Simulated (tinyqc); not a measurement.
# Planar ballistic transistor, top-of-the-barrier model: effects of single changes

At the top of the source barrier, states moving towards the drain are filled by the source (Fermi level 0) and states moving back by the drain (Fermi level -q Vd); nothing scatters. U is the shift of the band edge there, set by the capacitances CG, CD and CS (the total) and by the charge. Parabolic two-dimensional band; the source is grounded.

Inputs (values chosen for the exercise); mass and valleys close to those of gallium arsenide: temperature T = 300 K; effective mass m = 0.0665 m0; valley degeneracy gv = 1; relative permittivity of the gate insulator eox = 3.9; insulator thickness tox = 2.1 nm; gate control CG/CS aG = 0.88; drain control CD/CS aD = 0.111; band edge at the barrier top above the source Fermi level at zero bias E0 = 0.2 eV; drain voltage Vd = 0.1 V.

Constants: q = 1.602176634e-19 C, kB = 1.380649e-23 J/K, hbar = 1.054571817e-34 J s, m0 = 9.1093837015e-31 kg, Vt = kB T/q, eps0 = 8.8541878128e-14 F/cm where lengths are in cm. Results are converted to the units shown.

Each table varies one quantity; the others keep the values above.

## Effect of the drain control CD/CS

N0 = gv m kB T/(pi hbar^2), CG = eps0 eox/tox, vT = sqrt(2 kB T/(pi m)), CS = CG/aG, n0 = n at U = 0 and Vd = 0. eta1 = -(E0 + U)/Vt, eta2 = eta1 - Vd/Vt, n = (N0/2)[F_0(eta1) + F_0(eta2)], F_0(x) = ln(1 + exp x). U = UL + q (n - n0)/CS with UL = -(aG Vg + aD Vd), energies in eV. I = q (N0/2) vT [F_(1/2)(eta1) - F_(1/2)(eta2)] per width, F_(1/2)(x) = (2/sqrt(pi)) int_0^infinity u^(1/2)/(1 + exp(u - x)) du. CQ = (q/Vt) dn/d(eta1). E0 is held fixed.

In this table Vg = 0.7 V, Vd = 0.7 V.

Effect of the drain control CD/CS:
```
aD	eta1	n (cm^-2)	I (uA/um)	mean velocity I/(q n) (cm/s)	CQ/CS
0	7.3448	2.6375e12	1839.2	4.3523e7	1.1902
0.015	7.5302	2.7041e12	1907.1	4.4019e7	1.1903
0.031	7.7280	2.7751e12	1980.5	4.4545e7	1.1904
0.046	7.9134	2.8416e12	2050.2	4.5032e7	1.1905
0.062	8.1112	2.9126e12	2125.5	4.5548e7	1.1906
0.077	8.2966	2.9792e12	2197.0	4.6027e7	1.1906
0.093	8.4944	3.0502e12	2274.1	4.6534e7	1.1907
0.108	8.6798	3.1167e12	2347.2	4.7005e7	1.1907
```

What does the table show?

As aD goes from 0 to 0.108, n rises from 2.64e12 to 3.12e12 cm^-2, the mean velocity rises from 4.35e7 to 4.70e7 cm/s and the current rises from 1840 to 2350 uA/um. CQ/CS stays near 1.2.

## Transfer curve

Same model as above.

CQ = (q/Vt) dn/d(eta1).

Result of one run:
```
Vg (V)	eta1	n (cm^-2)	I (uA/um)	mean velocity I/(q n) (cm/s)	CQ/CS
0.45	3.379	1.397e12	564.5	2.522e7	1.604
```

What becomes of these results when the gate voltage Vg is changed from 0.45 to 0 V, all else the same?

Result of the changed run:
```
Vg (V)	eta1	n (cm^-2)	I (uA/um)	mean velocity I/(q n) (cm/s)	CQ/CS
0	-7.307	2.459e8	0.07884	2.001e7	8.153e-4
```

The whole series:
```
Vg (V)	eta1	n (cm^-2)	I (uA/um)	mean velocity I/(q n) (cm/s)	CQ/CS
0	-7.307	2.459e8	0.07884	2.001e7	8.153e-4
0.11	-3.595	9.938e9	3.197	2.008e7	0.03253
0.22	-0.4300	1.848e11	63.01	2.128e7	0.4854
0.34	1.800	7.440e11	290.2	2.435e7	1.156
0.45	3.379	1.397e12	564.5	2.522e7	1.604
0.56	4.709	2.125e12	806.4	2.369e7	2.012
0.67	5.901	2.894e12	997.0	2.150e7	2.241
0.79	7.140	3.752e12	1165	1.937e7	2.337
0.9	8.256	4.545e12	1295	1.779e7	2.367
```

The current rises from 0.0788 to 1300 uA/um. Between the first two rows the swing is 68.4 mV a decade, against Vt ln 10/aG = 67.6. CQ/CS goes from 8.2e-4 to 2.4, so a volt on the gate moves the band edge by 0.88 eV in the first row and 0.26 eV in the last: the gate charge is limited by the insulator. The mean velocity goes from 2.00e7 through a maximum of 2.52e7 (at Vg = 0.45 V among the rows listed) to 1.78e7 cm/s.

## Effect of the valley degeneracy

Same model as above.

CQ = (q/Vt) dn/d(eta1). E0 is held fixed.

In this table Vg = 0.7 V, Vd = 0.7 V.

Effect of the valley degeneracy:
```
gv	eta1	n (cm^-2)	I (uA/um)	mean velocity I/(q n) (cm/s)	CQ/CS
1	8.717	3.130e12	2362	4.710e7	1.191
2	5.645	4.057e12	2519	3.876e7	2.373
3	4.165	4.503e12	2476	3.432e7	3.518
4	3.284	4.769e12	2414	3.159e7	4.592
6	2.258	5.079e12	2316	2.846e7	6.469
```

As gv goes from 1 to 6, n rises from 3.13e12 to 5.08e12 cm^-2, the mean velocity falls from 4.71e7 to 2.85e7 cm/s and the current goes from 2360 through a maximum of 2520 (at gv = 2 among the rows listed) to 2320 uA/um. CQ/CS goes from 1.2 to 6.5.

Numbers from tinyqc (`OMP_NUM_THREADS=1 python tinyqc.py 2400020 2400021 out.jsonl`; about 0.01 s on one thread of a shared Intel Xeon 2.30GHz).
